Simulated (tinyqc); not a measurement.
Charge-trap memory cell: one step of the calculation.

Channel, tunnel oxide, storage layer, blocking layer, gate. N electrons per area sit in a sheet at the centroid and shift the threshold by U = (q/eps0) N (tb/eb + xc tn/en). EOT = t1 + 3.9 (tn/en + tb/eb); tunnel field F = (Vg - U)/EOT; dN/dt = eta (J/q)(1 - N/Nm). Fowler-Nordheim: J = A F^2 exp(-B/F), A = q^2/(16 pi^2 hbar mo phi) (times 1e14 for A/cm^2 with F in V/nm, emitter mass m0), B = (4/3) sqrt(mo/C) phi^1.5, C = hbar^2/(2 m0).

Task. Midpoint steps of growing length. N(half) = N + (d/2) r(N), N(new) = N + d r(N(half)), r = dN/dt; the step starts at d0 and is multiplied by gr each time. Field in the blocking layer (3.9 F + q N/eps0)/eb.

Values chosen for this exercise; oxide values close to those of silicon dioxide, storage layer close to silicon nitride, blocking layer close to silicon dioxide:
- phi = 3 eV (tunnel barrier)
- mo = 0.41 m0 (tunnelling mass)
- t1 = 4.1 nm (tunnel oxide (permittivity 3.9))
- tn = 4.3 nm (storage layer)
- en = 7.3 (its relative permittivity)
- tb = 7.8 nm (blocking layer)
- eb = 3.9 (its relative permittivity)
- xc = 0.62 (charge centroid, share of tn counted from the blocking side)
- eta = 0.58 (capture efficiency of an empty layer)
- Nm = 1e13 cm^-2 (trap density)
- Vg = 15.1 V (gate voltage less flat band and surface potential)
- d0 = 7.4e-7 s (first time step)
- gr = 1.4 (growth of the step)
- n = 8 (steps)

Constants: q = 1.602176634e-19 C, hbar = 1.054571817e-34 J s, m0 = 9.1093837015e-31 kg, eps0 = 8.8541878128e-14 F/cm where lengths are in cm, hbar^2/(2 m0) = 0.0380998212 eV nm^2. Results are converted to the units shown.

Wanted: t; N; U; F; blocking field.

Result.

```
step,t (s),N (cm^-2),U (V),F (V/nm),blocking field (V/nm)
0,0,0,0.00000,1.0636,1.0636
1,7.4000e-7,1.8455e11,0.07899,1.0580,1.0666
2,1.7760e-6,4.0495e11,0.17331,1.0514,1.0702
3,3.2264e-6,6.6025e11,0.28258,1.0437,1.0743
4,5.2570e-6,9.4724e11,0.40541,1.0350,1.0790
5,8.0997e-6,1.2610e12,0.53969,1.0256,1.0841
6,1.2080e-5,1.5957e12,0.68294,1.0155,1.0895
7,1.7651e-5,1.9454e12,0.83262,1.0049,1.0952
8,2.5452e-5,2.3047e12,0.98639,0.9941,1.1010
```

Range of the model: The Fowler-Nordheim form needs F t1 above phi; trap-assisted paths and leakage through the blocking layer are left out.

Computed by the program tinyqc: `OMP_NUM_THREADS=1 python tinyqc.py 2130015 2130016 out.jsonl`, one thread of a shared Intel Xeon 2.30GHz, about 0.04 s for the whole run.
